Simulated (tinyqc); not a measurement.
Worked calculation: quaternary alloy A(x)B(1-x)C(y)D(1-y) matched to a substrate. Values are carried at full precision from step to step, so a last printed digit may differ when a step is redone from the rounded ones.

Matching a(x,y) = a_s gives x = (a_s - y a_BC - (1 - y) a_BD)/(y (a_AC - a_BC) + (1 - y)(a_AD - a_BD)).
Constants: hc = 1239.841984 eV nm.

Parameters, chosen for this exercise (AC, AD, BC, BD near GaAs, GaP, InAs and InP; substrate near InP; shifted at random, so the results belong to these values and not to a real crystal): a = (5.649, 5.456, 6.065, 5.862) angstrom (lattice constants of AC, AD, BC, BD); a_s = 5.862 angstrom (substrate); y = 0.94 (fraction of C); Eg = (1.539, 2.856, 0.421, 1.431) eV (gaps at Gamma of AC, AD, BC, BD); Cb = (0.463, 0.573, 0.186, 0.11) eV (bowing of ABC, ABD, ACD, BCD); dx = -0.016 (error of x in growth).

## The matched composition

Give numerator, denominator and x.

numerator = -0.19082 angstrom
denominator = -0.41540 angstrom
x = 0.4594

## The gap by rule 1

Q(x,y) = x y Q_AC + x (1 - y) Q_AD + (1 - x) y Q_BC + (1 - x)(1 - y) Q_BD for the lattice constant. Gap, rule 1: Q(x,y) - x (1 - x)[y C_ABC + (1 - y) C_ABD] - y (1 - y)[x C_ACD + (1 - x) C_BCD]. Rule 2 (mean of ternaries): {x (1 - x)[y T_ABC(x) + (1 - y) T_ABD(x)] + y (1 - y)[x T_ACD(y) + (1 - x) T_BCD(y)]}/{x (1 - x) + y (1 - y)}, T_ABC(x) = x E_AC + (1 - x) E_BC - C_ABC x (1 - x), T_ACD(y) = y E_AC + (1 - y) E_AD - C_ACD y (1 - y), and alike. Only the Gamma valley is followed.

Give the four weights, the bilinear part, the two bowing terms, the gap and hc/gap.

weights of AC, AD, BC, BD: 0.4318  0.0276  0.5082  0.0324

bilinear part = 1.0036 eV

bowing terms (eV): 0.1166  0.0082

gap = 0.8788 eV
wavelength = 1411 nm

## The gap by rule 2

Give the four ternary gaps and their weighted mean.

T_ABC, T_ABD, T_ACD, T_BCD (eV): 0.8196  1.9433  1.6075  0.4754

gap = 0.9071 eV

Rule 2 lies 28 meV above rule 1: it averages the two bowing terms where rule 1 adds them. Both agree on the ternary edges.

## An error in composition

Replace x by x + dx; mismatch (a_s - a)/a and change of the relaxed gap by rule 1.

a = 5.8686 angstrom
mismatch = -0.113 %
change of the gap = -17.4 meV

The layer would be under compression; the strain shift of the gap is not included.

## Checks

- Lattice constant at the matched composition against a_s (angstrom): both 5.8620.
- Rule 2 as a mean of ternaries against its form with averaged bowing (eV): both 0.9071.

(tinyqc, `OMP_NUM_THREADS=1 python tinyqc.py 1050841 1050842 out.jsonl`, Intel(R) Xeon(R) Processor @ 2.30GHz, 1 thread, shared host, about 0.01 s.)
